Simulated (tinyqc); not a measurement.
Microkinetic model of low-temperature epitaxy from hydride gases: adsorption, hydrogen desorption and rate control: one step, computed by the program tinyqc.

Each hydride molecule needs two free sites and leaves four hydrogen atoms, of which two leave at once as H2; theta is the hydrogen coverage, the site density is 6.78 per nm^2 and one layer is 1.358 angstrom thick.

Question. Coverage and growth rate. With k the hydride and k_H the hydrogen adsorption rate on free pairs and k_d the desorption rate, steady state: 2 (k + k_H)(1 - theta)^2 = k_d theta^2; growth rate R = k (1 - theta)^2 layers/s; 1 layer/s = 8.148 nm/min. With c = 2 (k + k_H)/k_d the free share is 1 - theta = 1/(1 + sqrt(c)).

Inputs (values chosen for the exercise, close to those used for silane and germane, with second-order desorption as on Si(111) but the site density of Si(001)): temperature T = 520 C.

Film: silicon-germanium. Order of hydrogen desorption: second.

k = 0.05019126 1/s

k_H = 0.03469441 1/s

k_d = 0.1517461 1/s

Give: c; hydrogen coverage theta; growth rate R in layers; growth rate G.

Answer.

c = 1.119

hydrogen coverage theta = 0.5140

growth rate R in layers = 0.01185 layers/s

growth rate G = 0.09658 nm/min

Adsorption and desorption share control.
